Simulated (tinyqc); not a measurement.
Single-band model of a thermoelectric material: one step, computed by the program tinyqc. Command: `OMP_NUM_THREADS=1 python tinyqc.py 3028674 3028675 out.jsonl thermo walk`. One thread of a shared host (Intel(R) Xeon(R) Processor @ 2.30GHz), about 0.01 s of CPU time with the checks.

One spherical band, one scattering law, no minority carriers and no phonon drag. In a real material minority carriers limit |S| to about E_g/(2 e T), so larger values are formal. eta = E_F/(k_B T) is counted from the band edge; f = 1/(1 + exp(x - eta)).

Problem. Limiting formulas for the Seebeck coefficient. Classical: |S| = (k_B/e)[r + 5/2 - ln(n/N_c)], N_c = (3 sqrt(pi)/4) N_0. Degenerate (Mott): |S| = (pi^2/3)(k_B/e)(r + 3/2)/eta_F, eta_F = (n/N_0)^(2/3).

Inputs (values chosen for the exercise, for a model material): carrier density n = 6.1e+20 1/cm^3; temperature T = 870 K.

Band: parabolic. Scattering: acoustic phonons, r = -0.5.

Seebeck coefficient |S| = 95.86127 microvolt/K

N_0 = 1.225476e+20 1/cm^3

Constants: k_B = 8.617333262e-05 eV/K.

Give: Seebeck coefficients.

Solution.

Seebeck coefficients:
```
formula        |S| (microvolt/K)  deviation (%)
full integral              95.86           0.00
classical                  58.57         -38.90
degenerate                 97.25           1.44
```
